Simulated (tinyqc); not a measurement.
Planar metal-insulator-metal capacitor: capacitance, non-linearity, leakage and relaxation: one step of the calculation.

A film between two metal electrodes, each interface adding a series capacitance ci. The small-signal permittivity is ek (1 + aq E^2); the field is found with the linear permittivity. Leakage J = J0 sinh(E/Ef). After a voltage step the film passes a relaxation current kr C V tt^(-nr), tt being the time in seconds.

Task. Planar capacitance, field and non-linearity. Planar film: Cf = eps0 ek/t, 1/C = 1/Cf + 2/ci, EOT = 3.9 eps0/C, effective permittivity C t/eps0, E = (V/t) C/Cf; quadratic coefficient [C(V)/C - 1]/V^2 with Cf (1 + aq E^2) in C(V).

Inputs (values chosen for the exercise); permittivity of the order of that of silicon nitride: relative permittivity of the film ek = 7.09; film thickness t = 19 nm; capacitance of each electrode interface (dead layer and screening) ci = 260 uF/cm^2; quadratic field coefficient of the permittivity aq = 0.0033 cm^2/MV^2; bias V = 2 V; leakage prefactor J0 = 5.2e-11 A/cm^2; field for an e-fold rise of the leakage Ef = 0.43 MV/cm.

Constants: eps0 = 8.8541878128e-14 F/cm where lengths are in cm. Results are converted to the units shown.

Find: Cf; C; EOT; effective permittivity; E; quadratic coefficient; J.

Result.

Cf = 0.33040 uF/cm^2
C = 0.32956 uF/cm^2
EOT = 10.478 nm
effective permittivity = 7.0720
E = 1.0500 MV/cm
quadratic coefficient = 907.18 ppm/V^2
J = 2.9657e-10 A/cm^2

The interfaces take 0.254 % of the voltage.

Computed by the program tinyqc: `OMP_NUM_THREADS=1 python tinyqc.py 2102098 2102099 out.jsonl`, one thread of a shared Intel Xeon 2.30GHz, about 0.01 s for the whole run.
